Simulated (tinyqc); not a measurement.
Two-band model of a narrow-gap semiconductor with electrons and holes: one step, computed by the program tinyqc.

Two parabolic bands with acoustic scattering (r = -1/2, a = 0), a gap that does not change with T, and fully ionised dopants. Melting is ignored, so values above the melting point are formal, and kappa_L does not change with T. eta_n = (E_F - E_c)/(k_B T), eta_p = -eta_n - E_g/(k_B T).

Question. Both bands together. Both bands together (these totals replace the one-band zT): sigma = sigma_n + sigma_p; S = (sigma_p |S_p| - sigma_n |S_n|)/sigma; kappa_bip = (sigma_n sigma_p/sigma)(|S_n| + |S_p|)^2 T; kappa_e = (L_n sigma_n + L_p sigma_p) T; zT = S^2 sigma T/(kappa_L + kappa_e + kappa_bip); weak-field R_H = (r_p sigma_p^2/p - r_n sigma_n^2/n)/(e sigma^2), where the Hall factors r_n and r_p are <x^(3/2)> <x^(1/2)>/<s>^2.

Inputs (values chosen for the exercise, modelled on InAs): lattice thermal conductivity kappa_L = 19 W/(m K); temperature T = 340 K.

Doping: p-type.

Partial coefficients:
```
band       sigma (S/cm)  |S| (microvolt/K)  L (1e-8 V^2/K^2)  density (1/cm^3)  Hall factor
electrons    0.04229799           941.0391          1.485193      1.411462e+13     1.178088
holes          22.54775           406.5263          1.497428      5.300141e+17     1.173440
```

Constants: e = 1.602176634e-19 C.

Give: conductivity sigma; Seebeck coefficient S; bipolar thermal conductivity; kappa_e; zT; Hall coefficient R_H.

Answer.

conductivity sigma = 22.59 S/cm

Seebeck coefficient S = 404.0 microvolt/K

bipolar thermal conductivity = 0.002607 W/(m K)

kappa_e = 0.01150 W/(m K)

zT = 0.006593

Hall coefficient R_H = 11.94 cm^3/C

The minority band lowers |S| from 407 to 404 microvolt/K, and bipolar flow adds 0.014 % of the thermal conductivity.
